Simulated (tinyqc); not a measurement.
Worked calculation: configuration-coordinate model of carrier capture at a defect. Values are carried at full precision from step to step, so a last printed digit may differ when a step is redone from the rounded ones.

Two parabolas of equal curvature k in one coordinate Q: with the carrier free at the band edge, U_f = k Q^2/2; with the carrier trapped, U_t = k (Q - dQ)^2/2 - ET. ER = k dQ^2/2, Huang-Rhys factor S = ER/hw, hw = 0.0646541 sqrt(k/M) eV for k in eV/angstrom^2 and M in u. The curves cross at a height Eb = (ER - ET)^2/(4 ER) above the free minimum.

Constants: kB = 8.617333262e-05 eV/K.

Values chosen for the exercise (of the size met at a deep level in Si; the results hold for these values, not for the real material):
```
symbol  value  unit  meaning
ET      0.4    eV    thermal depth of the level below the band edge
ER      0.19   eV    relaxation energy
hw      0.042  eV    phonon energy of the mode
M       70     u     mass of the mode
T       150    K     temperature
nu      1e+12  1/s   attempt rate
```

## The two parabolas

Form S, k, dQ, the crossing point Qc = (ER - ET)/(k dQ), Eb, and the emission barrier Eb + ET.

S = 4.524
k = 29.5396 eV/angstrom^2
dQ = 0.1134 angstrom
Qc = -0.0627 angstrom

barriers (eV): capture 0.0580, emission 0.4580

ER < ET: the crossing lies on the far side of the free minimum (the inverted case), where tunnelling between vibrational states can matter much if Eb is well above hw.

## Optical transitions

Vertical ionisation from the trapped minimum costs ET + ER; vertical capture from the free minimum releases ET - ER (none if negative); the band has a standard deviation sqrt(S hw^2 coth(hw/2kT)) with S = ER/hw, and a full width 2.35482 times that.

energies (eV): ionisation peak 0.590, zero-phonon 0.400, emission peak 0.210

coth(hw/2kT) = 1.0807
standard deviation = 0.0929 eV
full width = 0.2187 eV

Radiative capture would peak at 0.210 eV. The optical peak exceeds the thermal depth by a factor 1.48.

## The multiphonon factor

Multiphonon factor for giving p = ET/hw phonons to the lattice: W = exp(-S (2 nb + 1)) ((nb + 1)/nb)^(p/2) I_p(x), nb = 1/(exp(hw/kT) - 1), x = 2 S sqrt(nb (nb + 1)), I_p the modified Bessel function. Classical limit: W = hw exp(-Eb/kT)/sqrt(4 pi ER kT). At T = 0: exp(-S) S^p/Gamma(p + 1).

Form p, nb, x and ln W, the classical ln W, and the capture time 1/(nu W).

p, nb, x: 9.5238  0.0404  1.8542

ln W: quantum -4.051, classical -5.920

capture time = 5.75e-11 s

The quantum factor is 6.48 times the classical one at kT/hw = 0.31: nuclear tunnelling rules.

## Emission by detailed balance

For equal degeneracies and one band-edge state, emission time = capture time x exp(ET/kT).

ET/kT = 30.945
log10 of the emission time in s = 3.20

## Checks

- Ln W for the nearest whole p against the double Poisson sum over emitted and absorbed phonons: both -4.42628.

Program tinyqc; command `OMP_NUM_THREADS=1 python tinyqc.py 1480649 1480650 out.jsonl`; about 0.01 s on one thread of a shared Intel(R) Xeon(R) Processor @ 2.30GHz.
